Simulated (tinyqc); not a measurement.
Activation against anneal temperature: dopants and charged point defects at anneal temperature: Fermi-level effect, clustering and pairing. Computed by tinyqc, a small Python program. Command: `OMP_NUM_THREADS=1 python tinyqc.py 3023952 3023953 out.jsonl pairing walk`. One thread of a shared host (Intel(R) Xeon(R) Processor @ 2.30GHz), about 0.03 s of CPU time with the checks.

Boltzmann statistics and full ionisation of active dopants. Energies are counted from the valence band; the defect (a vacancy or self-interstitial) has five charge states, with all degeneracy factors one.

Inputs (values chosen for the exercise, with bands modelled on silicon):
```
quantity                       value   unit
gap at 0 K E_g0                 1.18     eV
Varshni alpha               0.000487   eV/K
Varshni beta                     639      K
electron mass m_e              0.321    m_0
valleys M_c                        6      -
hole mass m_h                  0.825    m_0
anneal temperature T             970      K
total dopant density N       1.3e+20  cm^-3
site density N_s             3.4e+22  cm^-3
dopant atoms per cluster k         4      -
cluster binding energy E_b      1.74     eV
```

Dopant: acceptor. Second part: clustering of the dopant.

Constants: m_0 = 9.1093837015e-31 kg; k_B = 1.380649e-23 J/K; h = 6.62607015e-34 J s; k_B = 8.617333262e-05 eV/K.

Method:
- E_g = E_g0 - alpha T^2/(T + beta).
- N_c = 2 M_c (2 pi m_e k_B T/h^2)^(3/2) and N_v = 2 (2 pi m_h k_B T/h^2)^(3/2), masses in units of m_0.
- n_i = sqrt(N_c N_v) exp(-E_g/2 k_B T); E_i = E_g/2 + (k_B T/2) ln(N_v/N_c).
- p = A/2 + sqrt(A^2/4 + n_i^2) for an active density A.
- k ionised dopants and k carriers form one neutral cluster: C = N_s (A/N_s)^k (p/N_b)^k exp(E_b/k_B T), N_b the effective density of states of the majority band, and N = A + k C (60 bisections in ln A between ln N - 90 and ln N).

Equilibrium activation:
```
T (K)  n_i (cm^-3)  active A (cm^-3)  clusters C (cm^-3)  active share
580     1.7480e+15        7.0341e+18          3.0741e+19       0.05411
680     1.4089e+16        1.4906e+19          2.8774e+19       0.11466
780     6.9303e+16        2.6247e+19          2.5938e+19       0.20190
870     2.1838e+17        3.9157e+19          2.2711e+19       0.30121
970     6.2335e+17        5.5858e+19          1.8535e+19       0.42968
1070    1.4916e+18        7.4019e+19          1.3995e+19       0.56938
1160    2.9163e+18        9.0406e+19          9.8986e+18       0.69543
```

What does the comparison show, and why?

The active share goes from 0.0541 at 580 K to 0.695 at 1160 K, so a layer activated by a hot, short anneal is metastable and deactivates in later, cooler steps if the dopant can move.
